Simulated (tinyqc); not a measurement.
Comparisons within one model: strained quantum well: band edges, subbands and transparency. A value that a table varies takes the place of the one given here.

Growth on (001), barriers unstrained: tr(e) = e (2 - nu2), Z = b e (1 + nu2); Ec = Ev + Eg + ac tr(e), E_HH = Ev + av tr(e) + Z, E_LH = Ev + av tr(e) - Z (coupling to the split-off band left out).

Masses along z: me, 1/(g1 - 2 g2) for HH, 1/(g1 + 2 g2) for LH, likewise in the barrier; in the plane me, 1/(g1 + g2) for HH and 1/(g1 - g2) for LH (no mixing, which understates the hole masses away from k = 0). Level n solves k L + 2 atan[(k/m)/(kappa/mb)] = n pi, k = sqrt(m E/c), kappa = sqrt(mb (V - E)/c), c = hbar^2/2m0.

Transparency (Bernard-Duraffourg): Fc - Fv equals the lowest transition energy with n = p, n = sum m/(2 pi c) kB T ln(1 + exp((Fc - E)/kB T)) and p likewise over the listed subbands; c = hbar^2/2m0, 1/angstrom^2 = 1e16/cm^2.

Constants: hbar^2/2m0 = 3.80998211 eV angstrom^2; kB = 8.617333262e-05 eV/K; hc = 1239.841984 eV nm.

Parameters, chosen for this exercise (near those of an InGaAs/AlGaAs well; not measured data): nu2 = 0.952 (2 C12/C11); Eg = 1.116 eV (unstrained gap of the well); Ev = -0.756 eV (its valence edge); ac = -6.73 eV; av = 1.13 eV (Ev moves by av tr(e)); b = -1.96 eV (shear potential); Egb = 1.671 eV (gap of the barrier); Evb = -0.905 eV (its valence edge); L = 104 angstrom (well width); me = 0.0569 m0 (electron mass); g1 = 9.71 (gamma1); g2 = 3.41 (gamma2); meb = 0.084 m0; g1b = 6.3; g2b = 1.8; T = 300 K (temperature); es = (-0.02, -0.014, -0.008, -0.003, 0, 0.003, 0.007, 0.012) (strains); e = -0.0148 (strain in the plane); Ls = (30, 40, 55, 70, 90, 120) angstrom (widths).

## Strain as a design knob

Only the strain is changed; the unstrained gap and the masses are kept.

Results:

| e (%) | wavelength (nm) | top hole | hh1 - lh1 (meV) | n_tr (1e12/cm^2) | share in top |
|---|---|---|---|---|---|
| -2.0 | 996 | hh1 | 162 | 0.627 | 0.62 |
| -1.4 | 1017 | hh1 | 120 | 0.630 | 0.61 |
| -0.8 | 1039 | hh1 | 76 | 0.649 | 0.56 |
| -0.3 | 1058 | hh1 | 40 | 0.709 | 0.46 |
| 0.0 | 1069 | hh1 | 18 | 0.788 | 0.35 |
| 0.3 | 1085 | lh1 | -4 | 0.869 | 0.58 |
| 0.7 | 1132 | lh1 | -34 | 0.771 | 0.78 |
| 1.2 | 1196 | lh1 | -71 | 0.723 | 0.90 |

n_tr is largest at e = +0.3 % (0.87), where hh1 - lh1 = -4 meV and the top subband holds 58 % of the holes, and smallest, 0.63, at -2.0 and -1.4 %. The top hole level turns from hh to lh, and the light from TE to TM, between 0.0 and +0.3 %. The wavelength runs from 996 to 1196 nm.

## Width of the well

All levels anew.

Results:

| L (angstrom) | wavelength (nm) | top hole | hh1 - lh1 (meV) | n_tr (1e12/cm^2) | share in top | n_tr/L (1e18/cm^3) |
|---|---|---|---|---|---|---|
| 30 | 900 | hh1 | 118 | 0.501 | 0.96 | 1.67 |
| 40 | 934 | hh1 | 125 | 0.505 | 0.95 | 1.26 |
| 55 | 967 | hh1 | 129 | 0.523 | 0.88 | 0.95 |
| 70 | 988 | hh1 | 128 | 0.550 | 0.79 | 0.79 |
| 90 | 1006 | hh1 | 127 | 0.594 | 0.68 | 0.66 |
| 120 | 1021 | hh1 | 124 | 0.674 | 0.55 | 0.56 |

The wavelength tunes by 121 nm. The sheet density at transparency changes from 0.50 to 0.67, the top hole subband holding 0.96 and 0.55 of the holes at the ends, while the volume density falls by a factor 3.0. Critical thickness and carrier escape are left out.

## What each parameter does

Edge wavelength, hh1 - lh1 and n_tr. Each row changes one parameter from the base and keeps the others.

Results:

| case | wavelength (nm) | hh1 - lh1 (meV) | n_tr (1e12/cm^2) |
|---|---|---|---|
| base | 1014.2 | 125.2 | 0.629 |
| L = 114 angstrom | 1018.8 | 124.3 | 0.656 |
| e = -0.0168 | 1007.3 | 139.3 | 0.628 |
| Eg = 1.096 eV | 1030.6 | 125.2 | 0.628 |
| b = -2.25 eV | 1021.2 | 141.0 | 0.627 |
| ac = -6.06 eV | 1022.7 | 125.2 | 0.629 |
| me = 0.0626 m0 | 1015.6 | 125.2 | 0.667 |
| g1 = 10.29 | 1013.4 | 124.4 | 0.602 |
| T = 340 K | 1014.2 | 125.2 | 0.742 |

The largest shifts from the base row, up to three for each result and ties (the steps differ in size, so this ranks the rows, not the parameters). wavelength (nm): Eg +16.4, ac +8.4, b +7.0; unchanged at the printed digits by T. hh1 - lh1 (meV): b +15.8, e +14.1, L -0.9, g1 -0.9; unchanged at the printed digits by Eg, ac, me and T. n_tr (1e12/cm^2): T +0.113, me +0.038, g1 -0.027, L +0.027; unchanged at the printed digits by ac.

Computed by tinyqc, a small Python program: `OMP_NUM_THREADS=1 python tinyqc.py 1280408 1280409 out.jsonl` (the numbers bound the seed that draws the inputs); one thread of a shared host (Intel(R) Xeon(R) Processor @ 2.30GHz), about 0.02 s for the whole set of steps.
